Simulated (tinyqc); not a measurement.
What moves the results: carrier statistics of a doped semiconductor with parabolic bands. A value that a table varies takes the place of the one given here.

Eg(T) = Eg0 - al T^2/(T + be); m_de = Mv^(2/3) (ml mt^2)^(1/3); m_dh = (mhh^(3/2) + mlh^(3/2))^(2/3); Nc and Nv from N = 2 (m kB T/(4 pi c))^(3/2) with c = hbar^2/2m0, in 1/angstrom^3; times 1e24 for 1/cm^3.

Energies are counted from Ev, so Ec = Eg. n = Nc F_1/2((EF - Eg)/kT), p = Nv F_1/2(-EF/kT), ND+ = ND/(1 + 2 exp((EF - Eg + ED)/kT)), NA- = NA/(1 + 4 exp((EA - EF)/kT)); neutrality asks p + ND+ = n + NA-. F_j(eta) = (1/Gamma(j + 1)) integral_0^infinity x^j dx/(1 + exp(x - eta)), which tends to exp(eta) for eta << 0.

Constants: hbar^2/2m0 = 3.80998211 eV angstrom^2; kB = 8.617333262e-05 eV/K.

Inputs chosen for the exercise (near those of Si; the results hold for these values, not for the real material):
```
symbol  value     unit    meaning
Eg0     1.164     eV      gap at 0 K
al      0.000467  eV/K    Varshni alpha
be      644       K       Varshni beta
ml      0.862     m0      longitudinal electron mass
mt      0.186     m0      transverse electron mass
Mv      6                 equivalent valleys
mhh     0.568     m0      heavy-hole mass
mlh     0.147     m0      light-hole mass
ND      3.9e+12   1/cm^3  donors
NA      7.7e+17   1/cm^3  acceptors
ED      0.0475    eV      donor level below Ec
EA      0.0462    eV      acceptor level above Ev
T       300       K
```

## Temperature

Neutrality solved at each temperature; ni = sqrt(Nc Nv) exp(-Eg/2kT).

Carriers (1/cm^3):
```
T (K)  EF (eV)         n         p  majority / |ND - NA|        ni  Eg (eV)
30      0.0241    <1e-99  3.39e+13              4.40e-05  1.07e-80   1.1634
50      0.0262  5.46e-97  1.87e+15               0.00243  3.19e-41   1.1623
77      0.0301  3.70e-56  1.68e+16                0.0218  2.49e-20   1.1602
120     0.0379  7.85e-29  7.78e+16                 0.101  2.48e-06   1.1552
200     0.0567  6.41e-09  2.43e+17                 0.315  3.97e+04   1.1419
300     0.0867       116  4.20e+17                 0.545  7.03e+09   1.1195
450     0.1416  1.57e+09  5.74e+17                 0.745  3.02e+13   1.0776
600     0.2049  8.82e+12  6.49e+17                 0.843  2.40e+15   1.0289
800     0.2974  7.92e+15  7.05e+17                 0.916  7.49e+16   0.9570
1000    0.3629  3.92e+17  1.09e+18                  1.42  6.56e+17   0.8799
```

What can be read from the table?

Ionisation is incomplete: the majority density is below 90 % of the net doping at 30, 50, 77, 120, 200, 300, 450 and 600 K, down to a share of 4.4e-05. It is within 10 % of the net doping at 800 K. At 1000 K thermal pairs lift it more than 10 % above the net doping; ni has reached 6.56e+17 1/cm^3 at 1000 K against a net doping of 7.70e+17. EF goes from 0.024 eV to 0.363 eV, where midgap is 0.440 eV and the intrinsic level (Boltzmann) 0.407 eV.

## Doping level

Only acceptors are present (ND = 0); eta is the distance of EF beyond the valence edge in units of kT.

Neutral state:
```
NA (1/cm^3)  EF (eV)  majority (1/cm^3)  ionised share     eta
1.0e+14       0.3027           1.00e+14          1.000  -11.71
1.0e+15       0.2432           9.98e+14          0.998   -9.41
1.0e+16       0.1841           9.81e+15          0.981   -7.12
1.0e+17       0.1281           8.56e+16          0.856   -4.95
1.0e+18       0.0821           5.01e+17          0.501   -3.18
3.0e+18       0.0639           9.95e+17          0.332   -2.47
1.0e+19       0.0456           1.97e+18          0.197   -1.77
3.0e+19       0.0296           3.49e+18          0.116   -1.15
```

What does this show?

The impurity level lies at 0.0462 eV. The ionised share falls from 1.000 to 0.116 as EF passes through it between 3e+18 and 1e+19 1/cm^3 (share 1/5 there); it is below one half from 3e+18 1/cm^3 on. Over the last two rows the doping grows threefold and the majority density by a factor 1.78. EF comes within 3 kT of the majority band edge from 3e+18 1/cm^3 on. Above roughly 1e+19 1/cm^3 (N^(1/3) a = 0.26, with the radius a = sqrt(c/(m E)) from the ionisation energy E and the mass mhh) the levels merge with the band and real ionisation is complete; sharp levels then overstate freeze-out.

## What each input does

Neutrality solved anew for each case. Each row changes one parameter from the base and keeps the others.

Results:
```
case                  EF (eV)  n (1/cm^3)  p (1/cm^3)
base                   0.0867         116    4.20e+17
T = 280 K              0.0802        3.77    3.90e+17
ND = 1.95e+12 1/cm^3   0.0867         116    4.20e+17
NA = 1e+18 1/cm^3      0.0821        97.2    5.01e+17
Eg0 = 1.214 eV         0.0867        16.8    4.20e+17
mt = 0.2232 m0         0.0867         139    4.20e+17
mhh = 0.6816 m0        0.0912         138    4.52e+17
EA = 0.0693 eV         0.0947         159    3.09e+17
```

What can be read from the table?

The largest shifts from the base row, up to three for each result and ties (the steps differ in size, so this ranks the rows, not the parameters). EF (eV): EA +0.0080, T -0.0065, NA -0.0046; unchanged at the printed digits by ND, Eg0 and mt. n (1/cm^3): T -112, Eg0 -99.4, EA +42.3; unchanged at the printed digits by ND. p (1/cm^3): EA -1.11e+17, NA +8.08e+16, mhh +3.26e+16; unchanged at the printed digits by ND, Eg0 and mt.

Run: tinyqc, `OMP_NUM_THREADS=1 python tinyqc.py 1651669 1651670 out.jsonl`; Intel(R) Xeon(R) Processor @ 2.30GHz, one thread, shared host; about 0.01 s of CPU time with all checks.
